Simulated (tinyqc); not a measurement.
Frequency dispersion of an accumulation capacitance by border traps, distributed model: one step of the calculation.

Traps spread evenly through the insulator exchange electrons with the semiconductor by tunnelling, with tau(x) = t0 exp(2 ka x) at depth x from the interface. The admittance per area Y seen at depth x obeys dY/dx = -Y^2/(i w eps0 eox) + q Nb ln(1 + i w tau)/tau, with Y(0) = i w Cs and w = 2 pi f; the gate sees Y(tox) = G + i w C. Working variable y = Y/(i w), in uF/cm^2. Cox = eps0 eox/tox.

Problem. Scales and lumped estimate. Cox; trap-free value 1/(1/Cox + 1/Cs); response depth d = ln(1/(w t0))/(2 ka), where w tau = 1; lumped estimate: all traps within d act as C_bt = q Nb d placed at d/2, so C = 1/{1/[1/(1/Cs + d/(2 eps0 eox)) + C_bt] + (tox - d/2)/(eps0 eox)}.

Values chosen for this exercise; permittivity close to that of silicon dioxide: relative permittivity of the insulator eox = 3.78; insulator thickness tox = 3.8 nm; semiconductor capacitance in accumulation Cs = 7.4 uF/cm^2; density of border traps Nb = 1.8e19 cm^-3 eV^-1; decay constant of the wave function in the insulator ka = 6.2 1/nm; time constant of a trap at the interface t0 = 3e-9 s; frequency f = 10000 Hz.

Constants: q = 1.602176634e-19 C, eps0 = 8.8541878128e-14 F/cm where lengths are in cm. Results are converted to the units shown.

Give: Cox; trap-free C; d; C_bt; lumped C.

Solution.

Cox = 0.8808 uF/cm^2
trap-free C = 0.7871 uF/cm^2
d = 0.6916 nm
C_bt = 0.1995 uF/cm^2
lumped C = 0.7938 uF/cm^2

The traps within reach amount to 0.0270 Cs and lie in the first 18.2 % of the insulator.

Program tinyqc, `OMP_NUM_THREADS=1 python tinyqc.py 2202048 2202049 out.jsonl`; Intel Xeon 2.30GHz, shared host, one thread, about 0.5 s.
